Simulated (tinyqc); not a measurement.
Emission in a field: deep level as a short-range spherical well.

Constants: e^2/(4 pi eps0) = 14.39964547 eV angstrom; kB = 8.617333262e-05 eV/K.

Inputs chosen for the exercise (near those of InP; the results hold for these values, not for the real material): eps = 12.7 (static dielectric constant); R = 4.4 angstrom (radius of the well); T = 150 K (temperature); Fs = (1, 5, 20, 50, 100, 200) kV/cm (fields).

Et = 0.50873 eV

Barrier lowering for a charged centre (Poole-Frenkel) is 2 sqrt(q e F/eps), q = e^2/(4 pi eps0), and for the neutral well e F R; the one-dimensional enhancement is exp(lowering/kB T). 1 kV/cm = 1e-5 V/angstrom; tunnelling is left out.

Results:

| F (kV/cm) | lowering, charged (meV) | enhancement | saddle at (angstrom) | lowering, neutral (meV) | enhancement |
|---|---|---|---|---|---|
| 1 | 6.7 | 1.68 | 337 | 0.04 | 1.003 |
| 5 | 15.1 | 3.21 | 151 | 0.22 | 1.017 |
| 20 | 30.1 | 10.3 | 75 | 0.88 | 1.070 |
| 100 | 67.3 | 183 | 34 | 4.40 | 1.406 |
| 200 | 95.2 | 1.58e+03 | 24 | 8.80 | 1.975 |

Give the missing row, F (kV/cm) = 50.

Computed row:
```
F (kV/cm)  lowering, charged (meV)  enhancement  saddle at (angstrom)  lowering, neutral (meV)  enhancement
50                            47.6         39.8                    48                     2.20        1.186
```

At 200 kV/cm the charged centre emits 1.58e+03 times faster and the neutral one 1.98 times: the logarithm of the enhancement is linear in sqrt(F) for the first and in F for the second, which tells the charge state. The largest lowering is 19 % of Et.

tinyqc: `OMP_NUM_THREADS=1 python tinyqc.py 1282531 1282532 out.jsonl`; about 0.01 s, one thread, shared Intel(R) Xeon(R) Processor @ 2.30GHz.
